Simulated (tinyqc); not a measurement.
Layer against dose: implant damage, amorphisation by cascade overlap, and solid-phase epitaxial regrowth. Computed by tinyqc, a small Python program. Command: `OMP_NUM_THREADS=1 python tinyqc.py 3112471 3112472 out.jsonl sper walk`. One thread of a shared host (Intel(R) Xeon(R) Processor @ 2.30GHz), about 0.01 s of CPU time with the checks.

Range and width of the damage are inputs. Dynamic annealing enters only through the surviving share f.

Inputs (values chosen for the exercise, modelled on arsenic ions in germanium):
```
quantity                           value    unit
atomic density N                    44.2  1/nm^3
ion Z1                                33       -
ion mass M1                         74.9       u
target Z2                             32       -
target mass M2                     72.63       u
ion energy E                          18     keV
displacement energy E_d               13      eV
depth of the damage peak R_d         9.2      nm
width of the damage profile s_d      5.9      nm
share of defects that survive f     0.45       -
critical displaced share x_c        0.11       -
dose Q                           1.7e+15  1/cm^2
```

Constants: a_0 = 0.529177210903 angstrom; e^2/(4 pi eps_0) = 14.39964548 eV angstrom.

Method. Robinson partition: eps = E a M2/(Z1 Z2 (e^2/(4 pi eps_0)) (M1 + M2)), a = 0.8853 a_0/sqrt(Z1^(2/3) + Z2^(2/3)); k = 0.0793 Z1^(2/3) Z2^(1/2) (M1 + M2)^(3/2)/((Z1^(2/3) + Z2^(2/3))^(3/4) M1^(3/2) M2^(1/2)); damage energy T_d = E/(1 + k (eps + 0.40244 eps^(3/4) + 3.4008 eps^(1/6))); displacements nu = 0.8 T_d/(2 E_d). Displaced share x(z) = f nu Q exp(-(z - R_d)^2/(2 s_d^2))/(sqrt(2 pi) s_d N); the layer is amorphous where x > x_c, between R_d -/+ s_d sqrt(2 ln(x_max/x_c)), the upper edge being cut at the surface. Threshold dose Q_c = Q x_c/x_max.

threshold dose Q_c = 3.89430e+13 1/cm^2

displacements per ion nu = 410.313

Dose series; the last column is f nu Q erfc((z2 - R_d)/(sqrt2 s_d))/2:
```
Q (1/cm^2)   x_max  upper edge (nm)  lower edge (nm)  displaced atoms beyond z2 (1/cm^2)
4.28e+13    0.1209           6.6359           11.764                          2.6231e+15
5.84e+13    0.1650           3.8886           14.511                          1.9840e+15
9.74e+13    0.2751           1.2111           17.189                          1.5801e+15
1.56e+14    0.4406           0.0000           19.029                          1.3785e+15
2.73e+14    0.7711           0.0000           20.844                          1.2208e+15
4.67e+14    1.3191           0.0000           22.351                          1.1129e+15
9.74e+14    2.7512           0.0000           24.171                          1.0041e+15
1.95e+15    5.5080           0.0000           25.706                          9.2663e+14
```

A dose 46 times larger moves the lower edge from 11.8 to 25.7 nm, as the root of a logarithm, and the damage beyond it falls by a factor 2.8, since the edge lies on an ever steeper tail. The layer reaches the surface at Q_c exp(R_d^2/(2 s_d^2)) = 1.31e14 per cm^2.
